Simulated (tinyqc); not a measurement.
Frequency dispersion of an accumulation capacitance by border traps, distributed model: two steps of the calculation.

Traps spread evenly through the insulator exchange electrons with the semiconductor by tunnelling, with tau(x) = t0 exp(2 ka x) at depth x from the interface. The admittance per area Y seen at depth x obeys dY/dx = -Y^2/(i w eps0 eox) + q Nb ln(1 + i w tau)/tau, with Y(0) = i w Cs and w = 2 pi f; the gate sees Y(tox) = G + i w C. Working variable y = Y/(i w), in uF/cm^2. Cox = eps0 eox/tox.

Parameters, values chosen for the exercise; permittivity close to that of zirconium oxide: relative permittivity of the insulator eox = 21.6; insulator thickness tox = 3 nm; semiconductor capacitance in accumulation Cs = 2.7 uF/cm^2; density of border traps Nb = 4.7e18 cm^-3 eV^-1; decay constant of the wave function in the insulator ka = 5.4 1/nm; time constant of a trap at the interface t0 = 4e-11 s; frequency f = 100 Hz; depth down to which the steps are taken xe = 2.1 nm.

Constants: q = 1.602176634e-19 C, eps0 = 8.8541878128e-14 F/cm where lengths are in cm. Results are converted to the units shown.

Question 1. Midpoint steps through the active depth. In terms of y: dy/dx = -y^2/(eps0 eox) + s(x), s = q Nb ln(1 + z)/z, z = i w tau. 8 midpoint steps of h = xe/8: y_half = y + (h/2) y'(x, y), y(new) = y + h y'(x + h/2, y_half).

Find: x; s; y.

Answer 1.

| point | x (nm) | s (uF/(cm^2 nm)) | y (uF/cm^2) |
|---|---|---|---|
| 0 | 0 | 0.07530+0.00000i | 2.700+0.000i |
| 1 | 0.2625 | 0.07530+0.00000i | 2.623+0.000i |
| 2 | 0.5250 | 0.07530+0.00000i | 2.551+0.000i |
| 3 | 0.7875 | 0.07530+0.00000i | 2.484+0.000i |
| 4 | 1.050 | 0.07530-0.00008i | 2.421+0.000i |
| 5 | 1.312 | 0.07527-0.00135i | 2.362+0.000i |
| 6 | 1.575 | 0.06755-0.01960i | 2.307-0.002i |
| 7 | 1.837 | 0.01064-0.01695i | 2.245-0.009i |
| 8 | 2.100 | 0.00066-0.00219i | 2.179-0.010i |

Question 2. Capacitance and conductance at the gate. Beyond xe the traps are ignored, so 1/y(tox) = 1/y(xe) + (tox - xe)/(eps0 eox); C = Re y, G/w = -Im y, loss tangent G/(w C).

y at xe = 2.1786512-0.0101479i uF/cm^2

Find: y at the gate; C; G/w; loss tangent.

Answer 2.

y at the gate = 1.976-0.008i uF/cm^2
C = 1.976 uF/cm^2
G/w = 0.008348 uF/cm^2
loss tangent = 0.004225

Program tinyqc, `OMP_NUM_THREADS=1 python tinyqc.py 2202162 2202163 out.jsonl`; Intel Xeon 2.30GHz, shared host, one thread, about 0.3 s.
